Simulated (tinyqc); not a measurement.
Thermodynamics of metal silicides: hull, first phase, silicon consumed, nucleation and stability against SiO2: one step, computed by the program tinyqc. Command: `OMP_NUM_THREADS=1 python tinyqc.py 3002047 3002048 out.jsonl silphase walk`. One thread of a shared host (Intel(R) Xeon(R) Processor @ 2.30GHz), about 0.01 s of CPU time with the checks.

Entropies of formation of the solids are neglected, so heats stand for free energies. Si fractions: M5Si3 0.3750, MSi 0.5000, MSi2 0.6667.

Task: Which phases are stable. A phase is stable if it lies below every straight line between a phase on its left and one on its right (M and Si at zero). Distance = its heat less the lowest such line, negative for a stable phase.

Inputs (values chosen for the exercise, of the order of those of titanium silicides for heats and volumes only): heat of formation of M5Si3 = -74.5 kJ/mol atoms; heat of formation of MSi = -63.7 kJ/mol atoms; heat of formation of MSi2 = -44.7 kJ/mol atoms.

Phases: M5Si3, MSi, MSi2.

Give: distance to the lowest tie line.

Result:

distance to the lowest tie line (kJ/mol atoms): M5Si3 -26.725, MSi -1.971, MSi2 -2.233

All three are stable.
